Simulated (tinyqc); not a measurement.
Undoped symmetric double-gate MOSFET, analytic potential model: two steps of the calculation.

An undoped body of thickness ts between two equal insulators and tied gates; long channel, electrons only, n = ni exp((psi - V)/Vt) with V the quasi-Fermi potential (0 at the source, Vd at the drain), constant mobility, no quantisation. Across the body psi(x) = V - 2 Vt ln[(ts/(2 beta)) sqrt(q ni/(2 eps0 eps_r Vt)) cos(2 beta x/ts)], x from the centre. Q is the electron charge per area of the whole body.

Parameters, values chosen for the exercise; material values close to those of silicon:
```
symbol    value        unit                                             meaning
T           350           K                                         temperature
Eg          1.1          eV                                            band gap
eps_r      11.8                      relative permittivity of the semiconductor
Nc      3.52e19       cm^-3              conduction-band density of states at T
Nv      3.34e19       cm^-3                 valence-band density of states at T
eox        25.7                     relative permittivity of the gate insulator
tox         9.1          nm                                 insulator thickness
ts           12          nm                                      body thickness
dphi       0.03           V  gate work function less that of the intrinsic body
mu          230  cm^2/(V s)                                    channel mobility
L           0.2          um                                         gate length
Vd          0.1           V                                       drain voltage
```

Constants: q = 1.602176634e-19 C, kB = 1.380649e-23 J/K, Vt = kB T/q, eps0 = 8.8541878128e-14 F/cm where lengths are in cm. Results are converted to the units shown.

Question 1. Constants of the body. ni = sqrt(Nc Nv) exp(-Eg/(2 Vt)), Eg in volts; r = eps_r tox/(eox ts); V0 = dphi + 2 Vt ln[(2/ts) sqrt(2 eps0 eps_r Vt/(q ni))].

Find: ni; r; V0.

Answer 1.

ni = 4.126e11 cm^-3
r = 0.3482
V0 = 0.4761 V

Question 2. Charges and drain current. beta (between 0 and pi/2) solves (Vg - V0 - V)/(2 Vt) = ln(beta) - ln(cos beta) + 2 r beta tan(beta). Q = 8 eps0 eps_r Vt beta tan(beta)/ts; I = mu (1/L)(4 eps0 eps_r/ts)(2 Vt)^2 [g(beta_s) - g(beta_d)] per width, g = beta tan(beta) - beta^2/2 + r beta^2 tan^2(beta), with beta_s at V = 0 and beta_d at V = Vd.

beta_s = 0.97560718
beta_d = 0.58030968
r = 0.34818418

Wanted: Qs; Qd; g(beta_s); g(beta_d); I.

Answer 2.

Qs = 302.7 nC/cm^2
Qd = 79.93 nC/cm^2
g(beta_s) = 1.688
g(beta_d) = 0.2625
I = 20.77 uA/um

The term r beta^2 tan^2(beta), which gives the square law, makes up 42.8 % of g at the source.

tinyqc, about 0.01 s, one thread, Intel Xeon 2.30GHz (shared host): `OMP_NUM_THREADS=1 python tinyqc.py 2440086 2440087 out.jsonl`
